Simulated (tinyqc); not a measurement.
The solidus: solid solubility of a dopant against its melt (retrograde solidus), clustering and the electrically active fraction. Computed by tinyqc, a small Python program. Command: `OMP_NUM_THREADS=1 python tinyqc.py 3023102 3023103 out.jsonl retro walk`. One thread of a shared host (Intel(R) Xeon(R) Processor @ 2.30GHz), about 0.01 s of CPU time with the checks.

Inputs (values chosen for the exercise, for a model dopant): melting point of the host T_m = 1687 K; heat of melting of the host H_f = 50.2 kJ/mol; interaction L of the melt = 9.7 kJ/mol; enthalpy of transfer from melt to solid H = 1.11 eV; entropy of transfer S = -0.15 k_B; site density N0 = 5e+22 1/cm^3.

Constants: R = 8.314462618 J/(mol K); k_B = 8.617333262e-05 eV/K; e = 1.602176634e-19 C; N_A = 6.02214076e+23 1/mol.

Method. x_l and x_s are atom fractions of the dopant in melt and solid; the solid is dilute. Liquidus of the host: R T ln(1 - x_l) + L x_l^2 = -H_f (1 - T/T_m). Distribution: k = x_s/x_l = exp[L (1 - x_l)^2/(R T)] exp(S/k_B - H/(k_B T)), the first factor being the activity coefficient in the melt. Solubility = x_s N0; at T_m x_l = 0. The largest x_s N0 between 900 K and T_m. For an ideal melt with constant heats the maximum has x_l = H_f/(H + H_f), H in the same units.

largest solubility = 4.87600e+18 1/cm^3

temperature of the maximum = 1548.05 K

Against temperature:
```
T (K)      x_l           k  solubility (1/cm^3)  over the maximum
1000   0.97156  2.1934e-06           1.0655e+17           0.02185
1100   0.94224  7.0925e-06           3.3414e+17           0.06853
1200   0.89205  1.8966e-05           8.4594e+17           0.17349
1300   0.80828  4.4257e-05           1.7886e+18           0.36682
1400   0.66953  9.5182e-05           3.1864e+18           0.65348
1500   0.45520  2.0215e-04           4.6009e+18           0.94358
1580   0.25087  3.7516e-04           4.7058e+18           0.96509
1640   0.10446  5.9096e-04           3.0866e+18           0.63302
1675   0.02576  7.6237e-04           9.8211e+17           0.20142
```

Between the first rows the Arrhenius energy of the solubility is 1.08 eV, against H = 1.11 eV; it shrinks to zero at 1548 K and turns negative beyond. A crystal saturated at the maximum precipitates dopant-rich liquid on cooling and on heating alike. Below a eutectic or compound temperature another phase would set the limit.

Extremes, crossings and ranges named in words are read from the listed rows.
